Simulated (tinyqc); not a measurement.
Raising D: domain walls in a thin film with perpendicular anisotropy: Bloch, Neel and chiral walls, motion and stripe domains. Computed by tinyqc, a small Python program. Command: `OMP_NUM_THREADS=1 python tinyqc.py 3022385 3022386 out.jsonl mwall walk`. One thread of a shared host (Intel(R) Xeon(R) Processor @ 2.30GHz), about 0.01 s of CPU time with the checks.

One-dimensional wall: polar angle theta(x), azimuth phi of the moment in the wall (phi = 0 Neel, 90 degrees Bloch). mu_0 = 1.25663706212e-6 T m/A, gamma = 1.76085963023e11 rad/(s T).

Inputs (values chosen for the exercise, for a model film):
```
quantity                      value    unit
saturation magnetisation M_s   1330    kA/m
exchange stiffness A             15    pJ/m
uniaxial anisotropy K_u        1400  kJ/m^3
DMI constant D                 0.89  mJ/m^2
thickness t                       2      nm
```

Method. K_eff = K_u - mu_0 M_s^2/2; Delta = sqrt(A/K_eff); sigma_0 = 4 sqrt(A K_eff); profile theta = 2 arctan exp(x/Delta); quality factor Q = 2 K_u/(mu_0 M_s^2). sigma(phi) = sigma_0 + 2 Delta K_D cos^2(phi) - pi D cos(phi), with the wall shape anisotropy K_D = N_x mu_0 M_s^2/2, N_x = t ln 2/(pi Delta). The minimum has cos(phi) = D/D_N for D < D_N = 4 Delta K_D/pi and phi = 0 beyond; sigma turns negative at D_c = (sigma_0 + 2 Delta K_D)/pi.

D_N = 0.624452 mJ/m^2

D_c = 2.96121 mJ/m^2

width parameter Delta = 7.20978 nm

sigma_0 = 8.32203 mJ/m^2

Wall against D; the last column is the Kaplan-Gehring width, log10[0.955 t exp(pi sigma/(mu_0 M_s^2 t))/nm], with a dash where it falls below 10 Delta and the formula fails:
```
D (mJ/m^2)  phi (degrees)  sigma (mJ/m^2)  sigma/sigma_0  log10 domain width
0.12               78.921          8.2858        0.99565              2.8239
0.31               60.236          8.0803        0.97095              2.7608
0.50               36.803          7.6932        0.92443              2.6420
0.59               19.121          7.4464        0.89478              2.5663
1.20                0.000          5.5330        0.66486              1.9791
1.80                0.000          3.6480        0.43836                   -
2.40                0.000          1.7631        0.21186                   -
2.70                0.000          0.8206        0.09861                   -
```

D_N is 21 % of D_c, so a small D fixes the chirality long before it lowers the energy much. Beyond D_N sigma falls by pi per unit of D, and the domain width, which has sigma in an exponent, drops by 0.8 decades over the valid rows (values above 6 mean a single domain in any device).

Extremes, crossings and ranges named in words are read from the listed rows.
